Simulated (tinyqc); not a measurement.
Schottky diode by thermionic emission with image-force lowering and series resistance: one step of the calculation.

Metal on an n-type semiconductor with one parabolic valley; V > 0 is forward bias (metal positive). I = I0 [exp(Vj/(n Vt)) - 1] with Vj = V - I Rs; I0 = S A* T^2 exp(-(phi - dphi)/Vt), the lowering dphi taken at zero bias.

Question. Junction voltage. Newton step for g(Vj) = Vj + Rs I0 [exp(Vj/(n Vt)) - 1] - V = 0: Vj(new) = Vj - g/g', g' = 1 + Rs I0 exp(Vj/(n Vt))/(n Vt).

Inputs (values chosen for the exercise); band and dielectric values close to those of indium phosphide: temperature T = 200 K; ideality factor n = 1.03; series resistance Rs = 0.81 ohm; applied bias V = 0.86 V.

Constants: q = 1.602176634e-19 C, kB = 1.380649e-23 J/K, Vt = kB T/q. Results are converted to the units shown.

I0 = 5.5089837e-19 A
Vj after iteration 1 = 0.85999996 V

Give: Vj after iteration 2.

Answer.

Vj after iteration 2 = 0.8422 V

Program tinyqc, `OMP_NUM_THREADS=1 python tinyqc.py 2640097 2640098 out.jsonl`; Intel Xeon 2.30GHz, shared host, one thread, about 0.01 s.
